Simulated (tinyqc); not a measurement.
Transfer-length model of a contact: course of the iteration.

A metal contact of length d and width W on a thin layer of the same width. The metal has no resistance, the sheet resistance under it equals Rsh, and current enters the layer at the front edge x = 0.

A = Lt coth(d/Lt) is solved for Lt, starting from Lt = A. Lt(new) = A tanh(d/Lt).

Stop when Lt changes by less than 1e-9 of itself, or after 40 iterations.

Parameters, values chosen for the exercise:
- d = 0.28 um (contact length)

A = 1.06734 um

Course of the iteration:
```
iteration   Lt (um)  relative change
1          0.273749            0.744
2          0.822939             2.01
3          0.349762            0.575
4          0.709078             1.03
5          0.400849            0.435
6          0.644061            0.607
7          0.436837            0.322
8          0.603645            0.382
9          0.462388            0.234
...             ...              ...
32         0.523599          3.82e-3
33         0.521942          3.16e-3
34         0.523319          2.64e-3
35         0.522174          2.19e-3
36         0.523126          1.82e-3
37         0.522334          1.51e-3
38         0.522993          1.26e-3
39         0.522445          1.05e-3
40         0.522900          8.71e-4
```

Did this iteration meet its convergence test, and what does its course show?

No. Not converged within 40 iterations: the values swing above and below the root and close in slowly. The plain step multiplies the error by -2x/sinh(2x) = -0.83 with x = d/Lt = 0.54, which nears -1 for a contact short against Lt. A rerun with Newton steps converges in 5 iterations, to 0.52269 um.

tinyqc, about 0.01 s, one thread, Intel Xeon 2.30GHz (shared host): `OMP_NUM_THREADS=1 python tinyqc.py 2760049 2760050 out.jsonl`
